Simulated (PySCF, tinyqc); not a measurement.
Worked calculation: FCI on RHF in the sto-6g basis, for H4, spin multiplicity 1. The lowest restricted solution is unstable here: a spin-polarised one lies 0.0100 hartree lower (PySCF). One step of it, computed by the program tinyqc.

Question. Integrals over molecular orbitals. (pq|rs) = sum C_ip C_jq C_kr C_ls (ij|kl), one index at a time.

coefficients C:
```
            MO1        MO2        MO3        MO4
1H 1s  0.323637   0.563716   0.662603   0.986245
2H 1s  0.323637   0.563716  -0.662603  -0.986245
3H 1s  0.323637  -0.563716   0.662603  -0.986245
4H 1s  0.323637  -0.563716  -0.662603   0.986245
```

core Hamiltonian H = T + V (hartree), lower triangle:
```
           1H 1s      2H 1s      3H 1s      4H 1s
1H 1s  -1.948273
2H 1s  -1.371128  -1.948273
3H 1s  -1.134799  -0.817603  -1.948273
4H 1s  -0.817603  -1.134799  -1.371128  -1.948273
```

Two-electron integrals (ij|kl) in chemists' order, unique and non-zero (hartree):
```
(11|11) 0.774999   (21|11) 0.382237   (21|21) 0.228638   (22|11) 0.528391
(22|21) 0.382237   (22|22) 0.774999   (31|11) 0.294970   (31|21) 0.153202
(31|22) 0.222138   (31|31) 0.145152   (32|11) 0.174462   (32|21) 0.106456
(32|22) 0.180889   (32|31) 0.087614   (32|32) 0.061039   (33|11) 0.467736
(33|21) 0.254222   (33|22) 0.381954   (33|31) 0.294970   (33|32) 0.180889
(33|33) 0.774999   (41|11) 0.180889   (41|21) 0.106456   (41|22) 0.174462
(41|31) 0.087614   (41|32) 0.060506   (41|33) 0.174462   (41|41) 0.061039
(42|11) 0.222138   (42|21) 0.153202   (42|22) 0.294970   (42|31) 0.110190
(42|32) 0.087614   (42|33) 0.222138   (42|41) 0.087614   (42|42) 0.145152
(43|11) 0.254222   (43|21) 0.153097   (43|22) 0.254222   (43|31) 0.153202
(43|32) 0.106456   (43|33) 0.382237   (43|41) 0.106456   (43|42) 0.153202
(43|43) 0.228638   (44|11) 0.381954   (44|21) 0.254222   (44|22) 0.467736
(44|31) 0.222138   (44|32) 0.174462   (44|33) 0.528391   (44|41) 0.180889
(44|42) 0.294970   (44|43) 0.382237   (44|44) 0.774999
```

Give: one-electron integrals over orbitals h = C^T H C; Two-electron integrals over orbitals.

Answer.

one-electron integrals over orbitals h = C^T H C (hartree), lower triangle:
```
        1       2       3       4
1  -2.209
2   0.000  -1.738
3   0.000   0.000  -1.571
4   0.000   0.000   0.000  -1.011
```

Two-electron integrals over orbitals (pq|rs), unique and non-zero (hartree):
```
(11|11) 0.548   (21|21) 0.149   (22|11) 0.534   (22|22) 0.545
(31|31) 0.128   (32|32) 0.076   (33|11) 0.529   (33|22) 0.517
(33|33) 0.537   (41|32) 0.076   (41|41) 0.076   (42|31) 0.125
(42|42) 0.137   (43|21) 0.144   (43|43) 0.158   (44|11) 0.537
(44|22) 0.545   (44|33) 0.543   (44|44) 0.570
```
